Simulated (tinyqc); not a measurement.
Raman shift of the zone-centre optical phonon of a diamond-structure crystal under stress: one step, computed by the program tinyqc.

Axes x, y, z are the cube axes. Strain shifts the threefold optical mode and can split it; p, q and r are the phonon deformation potentials.

Problem. Heating mistaken for stress. A temperature above 300 K shifts the line by (d omega/dT)(T - 300 K); divided by the shift per stress it poses as a stress; the total shift adds it to the shift of the observed line. The anti-Stokes to Stokes ratio is [(omega_L + omega_0)/(omega_L - omega_0)]^3 exp(-h c omega_0/(k_B T)) in photon counts, omega_L = 1/wavelength, resonance effects left out.

Inputs (values chosen for the exercise, modelled on diamond):
```
quantity                             value      unit
unstrained frequency omega_0          1333      1/cm
temperature coefficient d omega/dT  -0.011  1/(cm K)
local temperature T                    330         K
laser wavelength                     632.8        nm
```

Stress state: biaxial. Axis: [001].

shift per stress = -1.556750 1/(cm GPa)

shift of the observed line = 0.9496173 1/cm

Constants: h = 6.62607015e-34 J s; c = 299792458 m/s; k_B = 1.380649e-23 J/K.

Give: thermal shift; apparent stress from heating; total shift; anti-Stokes/Stokes ratio.

Solution.

thermal shift = -0.33 1/cm

apparent stress from heating = 0.21198 GPa

total shift = 0.61962 1/cm

anti-Stokes/Stokes ratio = 0.0049693
